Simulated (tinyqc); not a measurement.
Where a level does most harm: Shockley-Read-Hall recombination through one deep level.

One level at Et with degeneracy 1: tn = 1/(sn vth Nt), tp = 1/(sp_ vth Nt), n1 = Nc exp((Et - Eg)/kT), p1 = Nv exp(-Et/kT), ni^2 = n1 p1. Equilibrium n0 = Nm, p0 = ni^2/Nm; n = n0 + dn, p = p0 + dn. U = (n p - ni^2)/(tp (n + n1) + tn (p + p1)), lifetime dn/U; emission rates en = sn vth n1, ep = sp_ vth p1.

Constants: kB = 8.617333262e-05 eV/K.

Inputs chosen for the exercise (gap and densities of states near those of Si at this temperature; the results hold for these values, not for the real material):
```
symbol  value     unit    meaning
Eg      1.124     eV      gap
Nc      2.73e+19  1/cm^3  conduction-band density of states
Nv      1.13e+19  1/cm^3  valence-band density of states
T       300       K
Nt      7.2e+14   1/cm^3  defects
sn      1.1e-15   cm^2    electron capture cross-section
sp_     1.4e-16   cm^2    hole capture cross-section
vth     16000000  cm/s    thermal velocity, both carriers
Nm      7.2e+15   1/cm^3  equilibrium electrons for the lifetime steps
```

Et takes the values listed; G = Nt en ep/(en + ep) in a depleted region; the lifetime is for dn = 1e11 1/cm^3.

Results:
```
Et (eV),lifetime (microsecond),G (1/(cm^3 s))
0.067,9.90,6.06e+08
0.157,0.905,1.97e+10
0.247,0.629,6.40e+11
0.337,0.620,2.08e+13
0.427,0.620,6.76e+14
0.517,0.620,1.39e+16
0.697,0.620,3.56e+13
0.787,0.625,1.10e+12
0.877,0.787,3.37e+10
0.967,6.04,1.04e+09
1.057,177,3.19e+07
```

Give the missing row, Et (eV) = 0.607.

Computed row:
```
Et (eV)  lifetime (microsecond)  G (1/(cm^3 s))
0.607                     0.620        1.16e+15
```

Generation peaks where en = ep, at Eg/2 + (kT/2) ln(sp_ Nv/(sn Nc)) = 0.524 eV; the largest value listed is at 0.517 eV, and G falls by a decade for each 0.060 eV away from the peak. The lifetime is within a factor 2 of its minimum, 0.62 microsecond, from 0.157 to 0.877 eV: recombination tolerates a wide range of Et, generation a narrow one.

Run: tinyqc, `OMP_NUM_THREADS=1 python tinyqc.py 1682616 1682617 out.jsonl`; Intel(R) Xeon(R) Processor @ 2.30GHz, one thread, shared host; about 0.01 s of CPU time with all checks.
